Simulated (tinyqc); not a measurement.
Capacitance measurement on a leaky thin oxide: effects of series resistance and leakage: readings against frequency.

The device is a capacitance C in parallel with a leakage conductance G, in series with Rs and Ls. An impedance meter reports either a parallel pair (Cp, Gp) from Y = 1/Z = Gp + i w Cp or a series pair (Cs, Rm) from Z = Rm + 1/(i w Cs); w = 2 pi f, dissipation D = Gp/(w |Cp|).

EOT = 3.9 tox/eox; CET = EOT + zc + zp; C = 3.9 eps0 A/CET; G = Jg A/Vs. Z = Rs + i w Ls + 1/(G + i w C); CET read from Cp = 3.9 eps0 A/Cp; errors under 0.001 % are printed as 0.

Parameters, values chosen for the exercise; values of the order met in thin-oxide MOS capacitors: relative permittivity of the gate insulator (close to silicon nitride) eox = 7.65; insulator thickness tox = 5.1 nm; gate area A = 100 um^2; oxide-equivalent thickness added by the accumulation layer zc = 0.54 nm; oxide-equivalent thickness added by gate depletion zp = 0 nm; gate leakage current density, not matched to the thickness Jg = 0.0037 A/cm^2; voltage for an e-fold rise of the leakage Vs = 0.29 V; series resistance Rs = 140 ohm; series inductance Ls = 23 nH.

Constants: eps0 = 8.8541878128e-14 F/cm where lengths are in cm. Results are converted to the units shown.

The same in every row: C (pF) = 1.100.

Readings against frequency:

| f (Hz) | Cp (pF) | Cs (pF) | D | error of Cp (%) | error of Cs (%) | CET read from Cp (nm) |
|---|---|---|---|---|---|---|
| 1000 | 1.100 | 4.849 | 1.846 | 0 | 341 | 3.140 |
| 3000 | 1.100 | 1.516 | 0.6155 | 0 | 37.9 | 3.140 |
| 10000 | 1.100 | 1.137 | 0.1847 | 0 | 3.41 | 3.140 |
| 30000 | 1.100 | 1.104 | 0.06158 | 0 | 0.379 | 3.140 |
| 1e5 | 1.100 | 1.100 | 0.01856 | 0 | 0.0341 | 3.140 |
| 3e5 | 1.100 | 1.100 | 0.006445 | 0 | 3.80e-3 | 3.140 |
| 1e6 | 1.100 | 1.100 | 0.002814 | 0 | 0 | 3.140 |
| 3e6 | 1.100 | 1.100 | 0.003518 | 0 | 0 | 3.140 |
| 1e7 | 1.100 | 1.100 | 0.009859 | 0 | 9.99e-3 | 3.140 |
| 3e7 | 1.100 | 1.101 | 0.02911 | 5.21e-3 | 0.0900 | 3.140 |

What does the table show?

D goes from 1.85 through a minimum of 0.00281 (at f = 1e6 Hz among the rows listed) to 0.0291; without inductance its minimum lies at f = sqrt(G (1 + G Rs)/Rs)/(2 pi C) = 1.38e6 Hz. The error of Cp goes from 0 to 0.00521 % and that of Cs from 341 to 0.0900 %; at low frequency Cp tends to C/(1 + G Rs)^2 and Cs grows as 1 + (G/(w C))^2. One of the two readings is within 2 % of C for f = 1000, 3000, 10000, 30000, 1e5, 3e5, 1e6, 3e6, 1e7, 3e7 Hz. For f = 1000 D exceeds 1, where the accuracy of real meters degrades in proportion to sqrt(1 + D^2).

Numbers from tinyqc (`OMP_NUM_THREADS=1 python tinyqc.py 2022069 2022070 out.jsonl`; about 0.01 s on one thread of a shared Intel Xeon 2.30GHz).
